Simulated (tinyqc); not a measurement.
# Capillary instabilities by surface diffusion: grooving and agglomeration of films, edge retraction, wire break-up and smoothing of roughness, step by step

A worked calculation. Computed by tinyqc, a small Python program that keeps every step. Command: `OMP_NUM_THREADS=1 python tinyqc.py 3003158 3003159 out.jsonl dewet walk`. One thread of a shared host (Intel(R) Xeon(R) Processor @ 2.30GHz), about 0.01 s of CPU time with the checks. Intermediate numbers are printed to about 6 digits and carried at full precision; extremes and crossings named in words are read from the listed rows.

Isotropic surface energy; shapes change by surface diffusion alone.

Inputs (values chosen for the exercise, of the order of those of a gold film):

| quantity | value | unit |
|---|---|---|
| surface energy gamma_s | 1.43 | J/m^2 |
| grain-boundary energy gamma_b | 0.38 | J/m^2 |
| contact angle on the substrate theta | 65 | degrees |
| atomic volume Omega | 17 | angstrom^3 |
| surface sites nu | 7.2 | 1/nm^2 |
| prefactor D0 | 0.00039 | m^2/s |
| activation energy Q | 0.924 | eV |
| temperature T | 492 | K |
| time t | 610 | s |
| film thickness h | 7.4 | nm |
| grain radius R | 150 | nm |
| wire radius r | 6.5 | nm |
| initial ripple over radius | 0.02 | - |
| roughness wavelength lambda | 12 | nm |

Grooves: at the surface only.

Constants: k_B = 8.617333262e-05 eV/K; k_B = 1.380649e-23 J/K.

## The Mullins constant

B = D_s nu gamma_s Omega^2/(k_B T), D_s = D0 exp(-Q/(k_B T)).

D_s = 1.33695e-13 m^2/s

B = 58564.3 nm^4/s

length (B t)^(1/4) = 77.3109 nm

Lengths grow as t^(1/4): doubling one takes 16 times as long, or roughly 76 K more.

## Will grooves cut through?

Groove angle beta: sin(beta) = gamma_b/(2 gamma). For circular grains of radius R with spherical caps the groove ends (measured from the mean surface) at the depth R g(beta), g = (2 - 3 cos beta + cos^3 beta)/(3 sin^3 beta). The film parts if R g(beta_s) > h.

beta_s = 7.63530 degrees

sum of g = 0.0334142

critical R/h = 29.9274

final depth over h = 0.677315

The grooves stop short by this estimate; triple junctions groove deeper and may still open.

## Groove growth in time

Mullins' isolated groove: depth below the flat surface d = 0.780 m (B t)^(1/4), m = tan(beta_s), width between the ridges 4.6 (B t)^(1/4); time to reach h: (h/(0.780 m))^4/B.

groove depth = 8.08389 nm

groove width = 355.630 nm

time to reach the substrate = 428.326 s

Caution: this depth exceeds the film thickness, so the isolated-groove formula no longer applies. Caution: the grooves of neighbouring boundaries overlap, so the depth levels off at its final value. Caution: the grains are too small for the surface groove ever to reach the depth h.

## Retraction of a straight edge

A rim shaped as a circular segment with contact angle theta holds the area h x; its radius r obeys r^2 (theta - sin theta cos theta) = h x. To advance, the edge must carry a strip of the rim height H = r (1 - cos theta) over the rim, driven by the curvature 1/r over the distance r theta (the scaling argument of Brandon and Bradshaw): H dx/dt = B/(theta r^2) gives x^(5/2) = (5/2) B t c^(3/2)/(theta (1 - cos theta) h^(3/2)), c = theta - sin theta cos theta.

retraction x = 454.839 nm

rim height H = 38.6421 nm

present speed = 0.298255 nm/s

The rim is 5.2 times the film thickness. x goes as t^(2/5) h^(-3/5): thin films retract faster.

## Break-up of a free wire

A wire with r + A cos(k z) has dA/dt = (B/r^4) (kr)^2 [1 - (kr)^2] A: unstable for wavelengths above 2 pi r, fastest at kr = 1/sqrt 2 with the rate B/(4 r^4); break-up time about (4 r^4/B) ln(r/A0); each wavelength makes a sphere of radius (3 r^2 lambda_m/4)^(1/3).

fastest wavelength = 57.7575 nm

break-up time = 0.476959 s

radius of the spheres = 12.2320 nm

t over the break-up time = 1278.93

The wire breaks up within t. Caution: faceting can stabilise wires along low-index directions.

## Smoothing against break-up

Roughness of wavelength lambda on a flat face decays as exp[-B (2 pi/lambda)^4 t]; the smoothing time is that for a factor e^3.

Times (s); the last column is (h/(0.780 tan beta_s))^4/B:

| T (K) | B (nm^4/s) | smoothing | wire break-up | groove to depth h |
|---|---|---|---|---|
| 418 | 1.45482e+03 | 2.74358e-02 | 1.92002e+01 | 1.72424e+04 |
| 443 | 5.83824e+03 | 6.83668e-03 | 4.78446e+00 | 4.29661e+03 |
| 467 | 1.92129e+04 | 2.07747e-03 | 1.45386e+00 | 1.30561e+03 |
| 492 | 5.85643e+04 | 6.81543e-04 | 4.76959e-01 | 4.28326e+02 |
| 517 | 1.59880e+05 | 2.49651e-04 | 1.74711e-01 | 1.56897e+02 |
| 541 | 3.83416e+05 | 1.04101e-04 | 7.28525e-02 | 6.54240e+01 |
| 590 | 1.82344e+06 | 2.18895e-05 | 1.53188e-02 | 1.37568e+01 |

All times share 1/B, so their ratios do not depend on T: break-up over smoothing is 700. An anneal can smooth this roughness well before the wire breaks. Smoothing is safe for lambda well below 2 pi r, above which a ripple along the wire grows instead. B spans 3.1 decades over these rows.

Checks made by the program: g against the volume of a spherical cap (relative difference below 1e-10).
